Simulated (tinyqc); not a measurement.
Inside a calculation. Model: specific resistance of a metal-semiconductor contact and its transmission-line measurement. Computed by tinyqc, a small Python program that keeps every step. Command: `OMP_NUM_THREADS=1 python tinyqc.py 3013739 3013740 out.jsonl contact walk`. One thread of a shared host (Intel(R) Xeon(R) Processor @ 2.30GHz), about 0.01 s of CPU time with the checks. Intermediate numbers are printed to about 7 digits and carried at full precision; extremes and crossings named in words are read from the listed rows.

The barrier is parabolic (depletion approximation), energies E are normal energies counted from the band edge in the neutral semiconductor (downwards for holes), and the bias is zero. xi is an input, held fixed when other inputs move.

Inputs (values chosen for the exercise, modelled on n-type silicon):
```
quantity                                           value          unit
tunnelling mass m                                   0.31           m_0
permittivity eps                                    11.7             -
Richardson constant A*                               111  A/(cm^2 K^2)
barrier height phi_B                                0.49            eV
doping N                                         1.8e+19        1/cm^3
Fermi level above the band edge in the bulk, xi   0.0099            eV
temperature T                                        200             K
sheet resistance R_sh                               1100           ohm
contact length d                                    0.06    micrometre
contact width W                                     0.81    micrometre
```

Image-force lowering: left out.

Constants: hbar = 1.054571817e-34 J s; eps_0 = 8.8541878128e-12 F/m; m_0 = 9.1093837015e-31 kg; k_B = 8.617333262e-05 eV/K; e = 1.602176634e-19 C.

## Tunnelling energy and barrier

E_00 = (e hbar/2) sqrt(N/(eps eps_0 m)); band bending E_b = phi_B + xi; depletion width w = sqrt(2 eps eps_0 E_b/(e^2 N)).

E_00 = 41.36088 meV

E_00/k_B T = 2.399865

depletion width = 5.992836 nm

barrier used, above the bulk band edge = 0.4999 eV

By the usual rule this is thermionic-field emission (0.5 to 5 k_B T).

## Transmission and supply

WKB transmission for E < E_b, with a = E/E_b: D = exp{-(E_b/E_00) [sqrt(1 - a) - a ln((1 + sqrt(1 - a))/sqrt(a))]}; D = 1 above. f = 1/(1 + exp((E - xi)/k_B T)).

E, D, f and D f at E/E_b = 0.05, 0.15, 0.3, 0.45, 0.6, 0.75, 0.9, 0.98:
```
E/E_b    E (eV)             D             f           D f
0.05   0.024995  2.854853e-05  2.940383e-01  8.394360e-06
0.15   0.074985  2.641862e-04  2.239210e-02  5.915684e-06
0.30   0.149970  3.263248e-03  2.952998e-04  9.636363e-07
0.45   0.224955  2.295055e-02  3.809350e-06  8.742667e-08
0.60   0.299940  1.066867e-01  4.912625e-08  5.241119e-09
0.75   0.374925  3.451277e-01  6.335412e-10  2.186526e-10
0.90   0.449910  7.709522e-01  8.170262e-12  6.298881e-12
0.98   0.489902  9.773777e-01  8.025682e-13  7.844123e-13
```

Among these points D f is largest at E/E_b = 0.05; for a non-degenerate tail the peak lies at E/E_b = 1/cosh^2(E_00/k_B T) = 0.032.

## Specific contact resistance

At zero bias 1/rho_c = (e A*/k_B^2) int D(E) f(E) dE, f = 1/(1 + exp((E - xi)/k_B T)); 200 Gauss-Legendre points from 0 to E_b, and k_B T ln(1 + exp((xi - E_b)/k_B T)) for the part above the barrier; the share of tunnelling is the part below.

specific contact resistance rho_c = 8.287978e-05 ohm cm^2

share of tunnelling = 100.00000 %

rho_c by thermionic emission alone = 8639.258 ohm cm^2

Tunnelling lowers rho_c by a factor 1.04e8. The field-emission exponent (E_b - xi)/E_00 is 11.8, the thermionic one (E_b - xi)/k_B T is 28.4.

## Current crowding

Transmission-line model: transfer length L_T = sqrt(rho_c/R_sh); R_c = (R_sh L_T/W) coth(d/L_T). Limits: rho_c/(W d) for d << L_T, sqrt(rho_c R_sh)/W for d >> L_T.

transfer length L_T = 2.744909 micrometre

d/L_T = 0.02185865

contact resistance R_c = 170561.7 ohm

R_c W = 138155.0 ohm micrometre

short-contact limit = 170534.5 ohm

long-contact limit = 3727.654 ohm

The contact is short: the whole area carries current, and R_c scales as 1/d.

## A transmission-line measurement read back

Transmission-line model: transfer length L_T = sqrt(rho_c/R_sh); R_c = (R_sh L_T/W) coth(d/L_T). Two contacts a gap s apart give R = 2 R_c + R_sh s/W. A straight-line fit gives R_sh from the slope and R_c from the intercept; the simple reading takes L_x = R_c W/R_sh as the transfer length and rho_c = R_sh L_x^2.

Resistances:
```
gap s (micrometre)  R (ohm)
130                  517667
250                  680630
500                 1020136
1000                1699148
2000                3057173
```

L_x = 125.5954 micrometre

rho_c by the simple reading = 0.1735163 ohm cm^2

simple reading over true value = 2093.590

The simple reading is 2090 times too high, the factor coth^2(d/L_T): it holds only for d above about 2 L_T.

Checks made by the program: closed WKB exponent against numerical integration over the parabolic barrier (relative difference below 1e-10).
